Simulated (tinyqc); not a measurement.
Random telegraph noise from one oxide trap in a small MOSFET: one step of the calculation.

An acceptor-like trap exchanges electrons with the channel. Inversion charge Q = Cox u, u = n Vt W0(exp((Vg - VT)/(n Vt))), W0 the Lambert function, n = nf, Cox = eps0 eox/tox; linear regime Id = (W/L) mu Q Vd. Relative to threshold the surface potential rises by Vt ln(u/u0) and the oxide voltage by the rest of Vg - VT, with u0 = n Vt W0(1).

Task. Trap level, time constants and occupancy. N = Cox u/q; dpsi = Vt ln(u/u0); E = E0 - dpsi - (xt/tox)(Vg - VT - dpsi); capture time tc = 1/[(N/zi) vth s0 exp(-xt/lt - EB/Vt)]; emission time te = tc exp(-E/Vt); occupancy te/(tc + te).

Inputs (values chosen for the exercise); values of the order met in silicon transistors:
```
symbol,value,unit,meaning
T,300,K,temperature
eox,3.9,,relative permittivity of the gate insulator (close to silicon dioxide)
tox,1.8,nm,insulator thickness
xt,0.6,nm,depth of the trap from the channel interface
E0,0.24,eV,trap level above the channel Fermi level at threshold
s0,2e-16,cm^2,capture prefactor
EB,0.28,eV,capture barrier (lattice relaxation)
lt,0.1,nm,tunnelling decay length
vth,1.7e7,cm/s,thermal velocity
zi,2.6,nm,thickness of the inversion layer
VT,0.5,V,threshold voltage
nf,1.27,,body factor
Vg,1.05,V,gate voltage
```

Constants: q = 1.602176634e-19 C, kB = 1.380649e-23 J/K, Vt = kB T/q, eps0 = 8.8541878128e-14 F/cm where lengths are in cm. Results are converted to the units shown.

Find: u; N; dpsi; E; tc; te; occupancy.

Result.

u = 0.46311 V
N = 5.5451e12 cm^-2
dpsi = 0.083081 V
E = 0.0012796 eV
tc = 2.8128e-4 s
te = 2.6770e-4 s
occupancy = 0.48763

The trap lies 0.049 Vt above the Fermi level, so it is filled 48.8 % of the time.

Range of the model: VT is taken as given; short-channel effects and the uneven flow of current among few electrons are left out.

Program tinyqc, `OMP_NUM_THREADS=1 python tinyqc.py 2710115 2710116 out.jsonl`; Intel Xeon 2.30GHz, shared host, one thread, about 0.01 s.
